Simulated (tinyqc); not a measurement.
Force balance against energy balance: elastic strain and critical thickness of a cubic alloy layer A(1-x)B(x) on a thick substrate. Computed by tinyqc, a small Python program. Command: `OMP_NUM_THREADS=1 python tinyqc.py 3026752 3026753 out.jsonl misfit walk`. One thread of a shared host (Intel(R) Xeon(R) Processor @ 2.30GHz), about 0.01 s of CPU time with the checks.

Strain is positive in tension. The layer is coherent with the substrate unless said otherwise.

Inputs (values chosen for the exercise, for a model alloy): fraction x of B = 0.14; lattice constant a_A = 5.869 angstrom; lattice constant a_B = 6.058 angstrom; substrate lattice constant a_S = 5.862 angstrom.

Growth plane: (001). Layer: uncapped. Misfit dislocation: edge.

C11, C12, C44 of A (GPa): [96.67, 62.39, 43.81]

C11, C12, C44 of B (GPa): [91.08, 47.82, 41.57]

Method:
- a = (1 - x) a_A + x a_B, the same rule for each C_ij; misfit f = (a_S - a)/a, the in-plane strain of the coherent layer.
- Voigt averages: G = (C11 - C12 + 3 C44)/5, B = (C11 + 2 C12)/3, nu = (3 B - 2 G)/(2 (3 B + G)); b = a/sqrt(2). Edge dislocation with b in the interface: cos alpha = 0, cos lambda = 1.
- Matthews-Blakeslee: h_c = A [ln(h_c/b) + 1], A = b (1 - nu cos^2 alpha)/(8 pi |f| (1 + nu) cos lambda), the factor 8 pi being that of an uncapped layer.
- People-Bean: h_c = P ln(h_c/b), P = (1 - nu)/(1 + nu) b^2/(16 pi sqrt(2) a f^2). The misfit is scaled by 0.25, 0.4, 0.6, 1, 1.5, 2.2 at fixed a, b and nu; the upper root is taken, and rows with A < 1.3 b or P < 3 b, where the roots shrink to the core size or vanish, are left out.

misfit f = -0.00567555

prefactor A = 2.24703 nm

Poisson ratio nu = 0.300603

Burgers vector b = 0.416872 nm

free lattice constant a = 5.89546 angstrom

Critical thickness:
```
|f| (%)  Matthews-Blakeslee (nm)  People-Bean (nm)   ratio
0.1419                    52.443             11307  215.60
0.2270                    29.556              3963  134.09
0.3405                    17.806              1585   89.02
0.5676                     9.200               489   53.18
0.8513                     5.310               188   35.41
1.2486                     3.056                74   24.24
```

The exponents d ln h_c/d ln f are -1.22 and -2.23 between the first rows, steeper than the -1 and -2 of the prefactors because of the logarithm. The ratio falls from 216 to 24.2 as the misfit grows. Where People-Bean lies above, a layer between the lines is metastable: dislocations would lower the energy but have to be nucleated.
